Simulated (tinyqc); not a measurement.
Deformation potentials from a strained empirical pseudopotential: sweeps and comparisons. A value that a table varies takes the place of the one given here.

Diamond lattice, no spin-orbit coupling. Atomic form factor V(q) = a1 (q^2 - a2)/(a3 exp(a4 q^2) - 1) in rydberg with q in 1/bohr, for the unstrained cell. Under a strain e the reciprocal vectors and k go over into (1 + e)^(-1) G, the atoms sit at +/- tau with tau = (1 + e) a (1,1,1)/8 - zeta a (eyz, ezx, exy)/4, and H(G,G') = c |k + G|^2 delta + (V(q)/det(1 + e)) cos(q.tau), q = G - G', with the term q = 0 left out; c = hbar^2/2m0. The basis is fixed before straining: all G with |k + G|^2 up to 16 (2 pi/a)^2. k is given in units of 2 pi/a of the unstrained cell.

Constants: hbar^2/2m0 = 3.80998211 eV angstrom^2; Ry = 13.60569312 eV; a0 (Bohr radius) = 0.5291772105 angstrom.

Values chosen for the exercise (a germanium-sized cell with gaps well above those of Ge; shifted at random, so the results belong to these values and not to a real crystal):
```
symbol  value                         unit      meaning
a       5.654                         angstrom  lattice constant
A       (0.395, 2.441, 2.057, 0.455)            a1 (Ry bohr^2), a2 (1/bohr^2), a3, a4 (bohr^2)
h       0.004                                   size of the test strain
kD      0.82                          2 pi/a    position of the Delta minimum
a1      0.395
a2      2.441
a3      2.057
a4      0.455
```

## The internal displacement

Xu of L (level 5, the lowest empty one) and d from exy = eyz = ezx = h for several zeta: Xu = [E(L [111]) - E(L [1-1-1])]/((8/3) h), d = (single valence level - pair)/(3 sqrt(3) h). zeta = 0 strains the bonds with the lattice; zeta = 1 keeps all four bond lengths equal to first order.

Results:
```
zeta  Xu (L) (eV)  d (eV)
0.00         8.85    1.82
0.25        10.06   -0.58
0.50        11.28   -2.97
0.60        11.77   -3.93
0.75        12.51   -5.36
1.00        13.75   -7.75
```

What can be read from the table?

From zeta = 0 to 1, d goes from 1.82 to -7.75 eV and Xu (L) from 8.85 to 13.75 eV, both nearly linearly: the displacement is an optical-phonon mode, and d = d(0) - zeta d0/4 gives its deformation potential d0 = 38 eV. Leaving the relaxation out (zeta = 0 for 0.5) moves d by +4.79 eV, which reverses its sign, and Xu (L) by -2.43 eV. Tetragonal strain has no such freedom.

## Size of the test strain

e = diag(-h/2, -h/2, h). Xu = [E(Delta z) - E(Delta x)]/(1.5 h) at fixed kD, b = [E(Z) - E(X, Y)]/(4.5 h); one-sided from +h alone, central from +h and -h.

Results (eV):
```
h       Xu one-sided  Xu central  b one-sided  b central
0.0010         7.778       7.781       -2.983     -2.980
0.0025         7.773       7.781       -2.988     -2.980
0.0050         7.766       7.781       -2.997     -2.980
0.0100         7.752       7.782       -3.013     -2.980
0.0200         7.725       7.785       -3.046     -2.981
0.0300         7.700       7.790       -3.080     -2.981
```

What does this show, and why?

From h = 0.001 to 0.03 the one-sided Xu drifts by -0.078 eV and the central one by +0.009 eV; for b the drifts are -0.097 and -0.001 eV. The central difference cancels the term of second order in the strain, so its error goes as h^2. At h = 0.02 the linear law errs by 0.7 % for the valley splitting and 2.2 % for the valence splitting.

## What each parameter of the potential does

Gaps from the valence top to level 5 at Gamma and level 5 at (kD,0,0) and L, and their deformation potentials [E(+h) - E(-h)]/(3 ln((1 + h)/(1 - h))) for e = +/- h 1, h = 0.002. The row for the lattice constant keeps V(q) without the volume factor, so it is not a strain. Each row changes one parameter from the base and keeps the others.

Results:
```
case                Gamma (eV)  Delta (eV)  L (eV)  potential Gamma (eV)  potential Delta (eV)  potential L (eV)
base                     1.512       1.267   1.111                 -8.92                  0.82             -2.92
a = 5.597 angstrom       1.712       1.023   1.054                 -8.72                  1.13             -2.72
a1 = 0.399               1.534       1.338   1.158                 -9.00                  0.79             -2.96
a2 = 2.417               1.650       1.205   1.128                 -8.87                  0.89             -2.88
a3 = 2.036               1.532       1.366   1.173                 -9.02                  0.80             -2.96
a4 = 0.45                1.573       1.342   1.172                 -9.06                  0.73             -3.02
```

How do the results move?

The largest shifts from the base row, up to three for each result and ties (the steps differ in size, so this ranks the rows, not the parameters). Gamma (eV): a +0.200, a2 +0.138, a4 +0.061. Delta (eV): a -0.243, a3 +0.099, a4 +0.076. L (eV): a3 +0.062, a4 +0.062, a -0.056. potential Gamma (eV): a +0.19, a4 -0.15, a3 -0.10. potential Delta (eV): a +0.31, a4 -0.09, a2 +0.06. potential L (eV): a +0.20, a4 -0.10, a1 -0.04, a2 +0.04, a3 -0.04.

tinyqc: `OMP_NUM_THREADS=1 python tinyqc.py 1850539 1850540 out.jsonl`; about 0.2 s, one thread, shared Intel(R) Xeon(R) Processor @ 2.30GHz.
